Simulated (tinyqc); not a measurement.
# Metal-interlayer-semiconductor contact, depinning against tunnelling resistance: what changes with what

Zero bias, n-type semiconductor. Gap states at the semiconductor surface thin out as exp(-be ti), which unpins the barrier; electrons must then cross the interlayer (a rectangular barrier, no voltage drop across it) and the parabolic depleted layer, both by WKB. Energies E are counted from the Fermi level; no image force, parabolic bands.

Values chosen for this exercise; semiconductor values close to those of 4H silicon carbide; interlayer mass of the order of that in silicon dioxide, offset chosen freely: temperature T = 300 K; band gap Eg = 3.16 eV; relative permittivity eps_r = 9.6; electron affinity chi = 3.47 eV; conduction-band density of states at T Nc = 1.7e19 cm^-3; tunnelling mass in the semiconductor mt = 0.192 m0; Richardson mass mA = 0.374 m0; donor density Nd = 1.3e20 cm^-3; charge-neutrality level above the valence band E0 = 1.9 eV; pinning factor without interlayer S0 = 0.66; metal work function phiM = 3.8 eV; interlayer thickness ti = 0.3 nm; conduction-band offset of the interlayer above the semiconductor dE = 3.14 eV; tunnelling mass in the interlayer mi = 0.44 m0; decay constant of gap states through the interlayer be = 2 1/nm.

Constants: q = 1.602176634e-19 C, kB = 1.380649e-23 J/K, eps0 = 8.8541878128e-12 F/m, hbar = 1.054571817e-34 J s, h = 6.62607015e-34 J s, m0 = 9.1093837015e-31 kg, Vt = kB T/q, hbar^2/(2 m0) = 0.0380998212 eV nm^2. Results are converted to the units shown.

Each table varies one quantity; the others keep the values above.

## Contact resistivity against the interlayer thickness

S = 1/(1 + (1/S0 - 1) exp(-be ti)); phiB = S (phiM - chi) + (1 - S)(Eg - E0); xi = Ec - EF deep inside, from Nd = Nc F(-xi/Vt), F(x) = (2/sqrt(pi)) int_0^infinity sqrt(u) du/(1 + exp(u - x)); band bending U = phiB - xi; E00 = (hbar/2) sqrt(Nd/(eps0 eps_r mt m0)) in volts; A = 4 pi q mA m0 kB^2/h^3. With U = phiB - xi: for xi < E < phiB, y = (E - xi)/U and G1 = (U/E00) [sqrt(1 - y) - y ln((1 + sqrt(1 - y))/sqrt(y))], G1 = 0 above phiB; G2 = 2 ti sqrt(mi max(phiB + dE - E, 0)/C), C = hbar^2/(2 m0); f = 1/(1 + exp(E/Vt)); 1/rho_c = (A T^2/Vt^2) times the integral of exp(-G1 - G2) f over E from xi upwards. Shares under 0.001 % are printed as 0; rows without band bending are left out.

The same in every row: E00/Vt = 6.03; share above phiB (%) = 0.

Results:

| ti (nm) | S | phiB (eV) | rho_c (ohm cm^2) | rho_c with G2 = 0 (ohm cm^2) | peak of the integrand (eV) |
|---|---|---|---|---|---|
| 0 | 0.660 | 0.646 | 6.02e-8 | 6.02e-8 | -0.0238 |
| 0.2 | 0.743 | 0.569 | 5.24e-7 | 3.79e-8 | -0.0239 |
| 0.4 | 0.812 | 0.505 | 4.73e-6 | 2.60e-8 | -0.0238 |
| 0.6 | 0.866 | 0.455 | 4.52e-5 | 1.94e-8 | -0.0236 |
| 0.8 | 0.906 | 0.418 | 4.57e-4 | 1.56e-8 | -0.0233 |
| 1.2 | 0.955 | 0.372 | 0.0543 | 1.19e-8 | -0.0221 |
| 1.4 | 0.970 | 0.358 | 0.625 | 1.10e-8 | -0.0213 |
| 1.6 | 0.979 | 0.349 | 7.40 | 1.05e-8 | -0.0205 |

Estimate the missing row, ti = 1 nm.

Computed row:

| ti (nm) | S | phiB (eV) | rho_c (ohm cm^2) | rho_c with G2 = 0 (ohm cm^2) | peak of the integrand (eV) |
|---|---|---|---|---|---|
| 1 | 0.935 | 0.391 | 0.00487 | 1.33e-8 | -0.0227 |

With this row back in the table: As ti goes from 0 to 1.6, phiB falls from 0.646 to 0.349 eV and rho_c rises from 6.02e-8 to 7.40 ohm cm^2. No thickness listed beats the bare contact: tunnelling through the layer costs more than the change of the barrier gains. The ratio of rho_c to its value with G2 = 0 runs from 1.00 to 7.06e8.

## Contact resistivity against the conduction-band offset of the interlayer above the semiconductor

Same model as above.

The same in every row: S = 0.780; phiB (eV) = 0.535; E00/Vt = 6.03; rho_c with G2 = 0 (ohm cm^2) = 3.10e-8; share above phiB (%) = 0.

Results:

| dE (eV) | rho_c (ohm cm^2) | peak of the integrand (eV) |
|---|---|---|
| 0 | 1.42e-7 | -0.0215 |
| 0.5 | 2.52e-7 | -0.0225 |
| 1 | 3.95e-7 | -0.0230 |
| 1.5 | 5.77e-7 | -0.0234 |
| 2.5 | 1.10e-6 | -0.0237 |
| 3 | 1.45e-6 | -0.0238 |

Estimate the missing row, dE = 2 eV.

Computed row:

| dE (eV) | rho_c (ohm cm^2) | peak of the integrand (eV) |
|---|---|---|
| 2 | 8.08e-7 | -0.0236 |

With this row back in the table: As dE goes from 0 to 3, phiB stays at 0.535 eV and rho_c rises from 1.42e-7 to 1.45e-6 ohm cm^2. The ratio of rho_c to its value with G2 = 0 runs from 4.56 to 46.8.

Range of the model: The depletion charge would drop about 0.42 V across such an interlayer (eps_r near 3.9) at ti = 0.3 nm and Nd = 1.3e20 cm^-3, against a band bending of 0.65 V; this model leaves that drop out.

Program tinyqc, `OMP_NUM_THREADS=1 python tinyqc.py 2270023 2270024 out.jsonl`; Intel Xeon 2.30GHz, shared host, one thread, about 0.02 s.
